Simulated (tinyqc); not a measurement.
Optical gain and spontaneous emission in a bulk direct-gap semiconductor: one step. Quasi-Fermi levels. Three cases, with inputs chosen for the exercise.

Problem. Solve for Fc and Fv.

F_j(eta) = (1/Gamma(j + 1)) integral_0^infinity x^j dx/(1 + exp(x - eta)), which tends to exp(eta) for eta << 0.

Quasi-Fermi levels: n = Nc F_1/2(Fc/kT) and p = Nv F_1/2(Fv/kT), Fc counted up from the conduction edge and Fv down from the valence edge; Nc, Nv from N = 2 (m kB T/(4 pi c))^(3/2) with c = hbar^2/2m0, in 1/angstrom^3; times 1e24 for 1/cm^3, with me and (mhh^(3/2) + mlh^(3/2))^(2/3).

Constants: hbar^2/2m0 = 3.80998211 eV angstrom^2; kB = 8.617333262e-05 eV/K.

Case 1.

Values chosen (near those of GaN; not measured data): me = 0.2063 m0 (electron mass); mhh = 1.348 m0 (heavy-hole mass); mlh = 0.3134 m0 (light-hole mass); n = 1.6e+19 1/cm^3 (injected density, n = p); T = 350 K.

Case 2.

Values chosen (near those of GaN; not measured data): me = 0.1958 m0 (electron mass); mhh = 1.46 m0 (heavy-hole mass); mlh = 0.3069 m0 (light-hole mass); n = 2.4e+19 1/cm^3 (injected density, n = p); T = 350 K.

Case 3.

Values chosen (near those of InP; not measured data): me = 0.0787 m0 (electron mass); mhh = 0.616 m0 (heavy-hole mass); mlh = 0.0903 m0 (light-hole mass); n = 4.1e+18 1/cm^3 (injected density, n = p); T = 400 K.

Give: kT; Nc; Nv; Fc; Fv; Fc + Fv.

Solution.

Case 1.

kT = 0.030161 eV
Nc = 2.963e+18 1/cm^3
Nv = 5.504e+19 1/cm^3
Fc = 0.1047 eV
Fv = -0.0342 eV
Fc + Fv = 0.0705 eV

Case 2.

kT = 0.030161 eV
Nc = 2.740e+18 1/cm^3
Nv = 6.116e+19 1/cm^3
Fc = 0.1498 eV
Fv = -0.0241 eV
Fc + Fv = 0.1257 eV

Case 3.

kT = 0.034469 eV
Nc = 8.530e+17 1/cm^3
Nv = 1.973e+19 1/cm^3
Fc = 0.1092 eV
Fv = -0.0516 eV
Fc + Fv = 0.0576 eV

The separation of the quasi-Fermi levels exceeds the gap, so photons between Eg and Eg + (Fc + Fv) see gain. The quasi-Fermi level of the electrons lies inside the band, that of the holes in the gap.

Computed by tinyqc, one run a case: `OMP_NUM_THREADS=1 python tinyqc.py N N+1 out.jsonl` with N = 1650444, 1650498, 1651378; one thread of a shared Intel(R) Xeon(R) Processor @ 2.30GHz, about 0.09 s a run at most.
